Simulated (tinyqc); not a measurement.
# Changing the thickness t_F

Model: switching kinetics of a ferroelectric film and the memory window of a ferroelectric gate stack. Computed by tinyqc, a small Python program. Command: `OMP_NUM_THREADS=1 python tinyqc.py 3007685 3007686 out.jsonl feswitch sweep`. One thread of a shared host (Intel(R) Xeon(R) Processor @ 2.30GHz), about 0.04 s of CPU time with the checks.

Fields in MV/cm; 1 microcoulomb/cm^2 over eps_0 is 11.29409 MV/cm. In the stack (metal, ferroelectric, interlayer, channel) the channel is taken as a conductor.

Inputs (values chosen for the exercise, for a model hafnia-based film):

| quantity | value | unit |
|---|---|---|
| saturation polarisation P_s | 32 | microcoulomb/cm^2 |
| ratio P_r/P_s | 0.88 | - |
| coercive field E_c | 1.4 | MV/cm |
| permittivity of the ferroelectric eps_F | 44 | - |
| permittivity of the interlayer eps_I | 3.9 | - |
| interlayer thickness t_I | 1.1 | nm |
| share s of P screened by trapped charge | 0.94 | - |
| pulse height V | 6.5 | V |
| time constant t_inf | 4.4e-10 | s |
| activation field E_a | 4.6 | MV/cm |
| Merz exponent alpha | 1 | - |
| dimension n | 2 | - |
| half width w of log10 t | 0.74 | - |
| pulse length t_p | 7.3e-05 | s |
| breakdown field of the interlayer | 14 | MV/cm |

Kinetics: nucleation-limited (NLS).

Method:
- Saturated branches: P(E) = P_s tanh[(E -/+ E_c)/(2 delta)], delta = E_c/ln[(1 + P_r/P_s)/(1 - P_r/P_s)]; D = P + eps_0 eps_F E.
- At threshold the channel charge is negligible, so D = 0 on each branch: (1 - s) P(E) + eps_0 eps_F E = 0, with the screened share s. The rising branch has the root E0 between 0 and E_c; window = 2 E0 t_F; its upper bound is 2 E_c t_F.
- Series stack: V = E_F t_F + E_I t_I and eps_I E_I = eps_F E_F + (1 - s) P/eps_0. Before switching P = -P_r, after it P = +P_s; in retention V = 0 and P = +P_r.
- Merz's law: t1 = t_inf exp[(E_a/E)^alpha] at the mean of the fields before and after switching. NLS: switched share = integral of [1 - exp(-(t/tau)^n)] F(z) dz over z = log10 tau, with the Lorentzian F = (1/pi) w/[(z - log10 t1)^2 + w^2].

One run for each value:

| thickness t_F (nm) | memory window (V) | depolarising field over E_c | E_F after switching (MV/cm) | switching time t1 (s) |
|---|---|---|---|---|
| 4.0 | 0.3012 | 0.23427 | 3.5882 | 1.4148e-09 |
| 7.7 | 0.5798 | 0.19117 | 2.9280 | 1.8410e-09 |
| 11.0 | 0.8284 | 0.16422 | 2.5153 | 2.3283e-09 |
| 15.0 | 1.1296 | 0.14026 | 2.1482 | 3.0951e-09 |
| 19.0 | 1.4308 | 0.12240 | 1.8747 | 4.1145e-09 |
| 23.0 | 1.7320 | 0.10857 | 1.6629 | 5.4696e-09 |
| 26.0 | 1.9579 | 0.10009 | 1.5330 | 6.7715e-09 |
| 30.0 | 2.2592 | 0.09065 | 1.3884 | 9.0016e-09 |

Over the rows, memory window (V) rises from 0.301 to 2.26 (exponent d ln y / d ln x about 1.0 throughout); depolarising field over E_c falls from 0.234 to 0.0906 (exponent d ln y / d ln x -0.31 between the first rows and -0.69 between the last); E_F after switching (MV/cm) falls from 3.59 to 1.39 (exponent d ln y / d ln x -0.31 between the first rows and -0.69 between the last). The exponent of memory window stays at 1: the window is a field times the thickness.

Caution (all rows): the interlayer field exceeds its breakdown field, so charge injection would change the fields. Caution (rows 30.0): E_F after switching lies below E_c, so switching stalls before P_s and that state is not reached.

Extremes, crossings and ranges named in words are read from the listed rows.
